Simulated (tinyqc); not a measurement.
## Exponent and activation energy from three stresses

Question. Oxide breakdown follows t63 = a V^(-n) exp(Ea q/(kB T)). Find n, Ea and the E-model slope gamma = n/E (cm/MV) at the higher voltage, E = V/tox.

Parameters, values chosen for the exercise: oxide thickness tox = 5.7 nm.

Constants: q = 1.602176634e-19 C, kB = 1.380649e-23 J/K. Results are converted to the units shown.

t63 at (5.75 V, 423 K), (7.98 V, 423 K) and (7.98 V, 448 K) (s): [35290.161, 0.10946804, 0.029342964]

Answer. The two voltages give n and the two temperatures Ea.

n = 38.7
Ea = 0.860 eV
gamma = 2.76 cm/MV

Numbers from tinyqc (`OMP_NUM_THREADS=1 python tinyqc.py 2070064 2070065 out.jsonl`; about 0.01 s on one thread of a shared Intel Xeon 2.30GHz).
